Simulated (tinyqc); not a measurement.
# Inputs raised by 2 %, one at a time

Model: effective-mass impurity with a central-cell term, in a basis of Slater functions. Computed by tinyqc, a small Python program. Command: `OMP_NUM_THREADS=1 python tinyqc.py 3022194 3022195 out.jsonl centralcell sens`. One thread of a shared host (Intel(R) Xeon(R) Processor @ 2.30GHz), about 0.02 s of CPU time with the checks.

The envelope obeys H = -nabla^2 - (2/r) [Z + A exp(-kappa r)] in effective units, with kappa = a*/lambda; positive A deepens the well near the core.

Inputs (values chosen for the exercise, with mass and screening modelled on 4H-SiC):
```
quantity,value,unit
effective mass m,0.384,m_0
dielectric constant eps,9.96,-
charge Z of the core,1,-
central-cell strength A,-1.7,-
central-cell range lambda,2.4,angstrom
```

Impurity: donor, one isotropic band.

Constants: Ry = 13.605693123 eV; a_0 = 0.529177210903 angstrom.

Method:
- Units: Ry* = Ry m/eps^2 and a* = a_0 eps/m, with m in m_0.
- kappa = a*/lambda; the hydrogenic ground state is bound by Z^2 Ry*.
- For s functions exp(-zeta r), with s = zeta_i + zeta_j: S = 2/s^3, T = zeta_i zeta_j S, V = -2 Z/s^2, W = -2 A/(s + kappa)^2; each function is normalised by dividing by sqrt(S_ii S_jj).
- Large basis: zeta_i = 0.06 x 1.6^(i-1), i = 1..22, same formulas; for p functions r exp(-zeta r): S = 24/s^5, T = zeta_i zeta_j S (centrifugal term included), V = -12 Z/s^4, W = -12 A/(s + kappa)^4; overlap eigenvalues below 1e-11 are dropped.
- Binding energies are -E Ry*; the effective quantum number is nu = Z/sqrt(-E); |psi(0)|^2 is given relative to the hydrogenic Z^3/(pi a*^3).

Runs:
```
input moved,from,to,2s binding energy (meV),2p binding energy (meV),relative |psi(0)|^2,a* (angstrom)
base run,-,-,12.09,13.15,0.2619,13.73
effective mass m (m_0),0.384,0.39168,12.31,13.41,0.2559,13.46
dielectric constant eps,9.96,10.1592,11.65,12.64,0.2680,14.00
central-cell strength A,-1.7,-1.734,12.08,13.14,0.2556,13.73
central-cell range lambda (angstrom),2.4,2.448,12.07,13.14,0.2559,13.73
```

Exponents ln(y'/y) / ln(x'/x):
```
input,2s binding energy,2p binding energy,relative |psi(0)|^2,a*
effective mass m,0.889,0.994,-1.171,-1
dielectric constant eps,-1.891,-1.995,1.155,1
central-cell strength A,-0.065,-0.002,-1.228,0
central-cell range lambda,-0.111,-0.006,-1.171,0
```

Among the inputs moved here: 2s binding energy answers most in size to dielectric constant eps (exponent -1.891), next to effective mass m (+0.889). 2p binding energy answers most in size to dielectric constant eps (exponent -1.995), next to effective mass m (+0.994). Its exponent +0.994 in effective mass m: a hydrogenic level scales as m/eps^2. Its exponent -1.995 in dielectric constant eps: a hydrogenic level scales as m/eps^2. Relative |psi(0)|^2 answers most in size to central-cell strength A (exponent -1.228), next to effective mass m (-1.171). a* answers most in size to effective mass m (exponent -1.000), and about equally to dielectric constant eps (+1.000); its exponent is below 0.0005 for central-cell strength A, central-cell range lambda. Its exponent -1.000 in effective mass m: a* = a_0 eps/m. Its exponent +1.000 in dielectric constant eps: a* = a_0 eps/m.
